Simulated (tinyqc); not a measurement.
# On-chip interconnect, size-dependent resistivity and RC delay: course in time

A rectangular line between two neighbours and two ground planes. Surface and grain-boundary scattering are added to the bulk resistivity as corrections; capacitances are parallel-plate values without fringing; inductance is ignored.

4 equal pi sections: series Rs = r Lw/4; node capacitances c Lw/4, halved at nodes 0 and 4, with Cl added to node 4; Rd feeds node 0. Elmore delay of node k: the sum, over the resistors on the path to k, of resistance times all capacitance downstream of it.

A 1 V step is applied behind Rd at t = 0. C dv/dt = -G v + b, with G the conductance matrix of the ladder (1/Rs between neighbours, 1/Rd added at node 0) and b = (1 V/Rd, 0, ...). Trapezoidal step: (C/dt + G/2) v(new) = (C/dt - G/2) v + b. The last column solves the same ladder exactly by its modes.

Inputs (values chosen for the exercise):
- Rd = 1900 ohm (driver resistance)
- dt = 5 ps (time step)

Rs = 3055.37 ohm
C, node 0 to 4 (fF): [0.502660, 1.00532, 1.00532, 1.00532, 0.632660]

Voltages (V):
```
t (ps),node 0,node 2,node 4,"node 4, exact"
5.000,1.119,0.1362,0.0288,0.0296
10.00,0.610,0.3444,0.1299,0.1434
15.00,0.990,0.4442,0.2709,0.2730
20.00,0.792,0.5333,0.3907,0.3893
25.00,0.954,0.6138,0.4887,0.4882
30.00,0.879,0.6728,0.5729,0.5714
35.00,0.952,0.7293,0.6422,0.6412
40.00,0.925,0.7712,0.7008,0.6996
45.00,0.960,0.8101,0.7496,0.7485
50.00,0.952,0.8400,0.7904,0.7894
55.00,0.969,0.8669,0.8246,0.8237
60.00,0.968,0.8881,0.8532,0.8524
```

What do the numbers show?

The far end of the ladder reaches 0.5 V at 25.66 ps, 0.753 of its Elmore delay (ln 2 = 0.693 for a single pole); the slowest mode has a time constant of 28.14 ps. The largest error of the trapezoidal steps at that node is 13 mV. Node 0 swings up and down from step to step: the trapezoidal rule does not damp modes much faster than dt, so these swings are numerical.

Range of the model: The metal width is under the mean free path, where the thick-limit surface term and the simple sum of corrections lose accuracy.

Computed by the program tinyqc: `OMP_NUM_THREADS=1 python tinyqc.py 2100073 2100074 out.jsonl`, one thread of a shared Intel Xeon 2.30GHz, about 0.01 s for the whole run.
